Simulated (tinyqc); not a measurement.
Starting guesses with plain Roothaan steps: SCF starting guesses in the sto-3g basis, for H6, spin multiplicity 1. Computed by the program tinyqc with PySCF. 

Geometry (angstrom):
```
atom       x       y       z
H     0.0000  0.0000  0.0000
H     0.0000  0.0000  0.7010
H     0.0000  0.0000  2.3340
H     0.0000  0.0000  3.0350
H     0.0000  0.0000  4.6670
H     0.0000  0.0000  5.3680
```

lowest restricted solution found by these runs and by PySCF = -3.338888 hartree

RHF with one setting changed at a time; a run stops when the energy changes by less than 1e-09 hartree and the error matrix is below 1e-5. Starts: the lowest orbitals of the core Hamiltonian, of the Wolfsberg-Helmholz matrix (K = 1.75), projected atomic densities, random orbitals, and the highest orbitals of the core Hamiltonian (a deliberately bad start).

Largest element of the error matrix X^T (FDS - SDF) X:
```
iteration     core  Wolfsberg-Helmholz  atomic densities   random  highest core orbitals
1          3.3e-01             6.7e-02           3.0e-02  7.6e-01                1.6e-01
2          3.0e-02             7.2e-03           2.9e-02  9.6e-01                1.5e-01
3          2.7e-03             1.5e-03           5.7e-03  5.8e-01                2.6e-02
4          3.2e-04             2.9e-04           1.1e-03  6.7e-01                4.9e-03
5          6.3e-05             5.6e-05           2.2e-04  6.7e-01                9.6e-04
6          1.2e-05             1.1e-05           4.2e-05  6.7e-01                1.9e-04
8                -                   -           1.6e-06  6.7e-01                7.0e-06
10               -                   -                 -  6.7e-01                      -
14               -                   -                 -  6.7e-01                      -
20               -                   -                 -  6.7e-01                      -
30               -                   -                 -  6.7e-01                      -
45               -                   -                 -  6.7e-01                      -
60               -                   -                 -  6.7e-01                      -
```

How each run ends:
```
run                    iterations  E (hartree)                                           state
core                            7     -3.33889                                    lowest found
Wolfsberg-Helmholz              7     -3.33889                                    lowest found
atomic densities                8     -3.33889                                    lowest found
random                        >60      0.31528  has stopped falling
highest core orbitals           9     -3.33889                                    lowest found
```

4 of 5 runs reach the lowest restricted solution found, in 7 to 9 iterations (fastest: core, Wolfsberg-Helmholz). Not converged: random. The first errors are 3e-01, 7e-02, 3e-02, 8e-01, 2e-01.
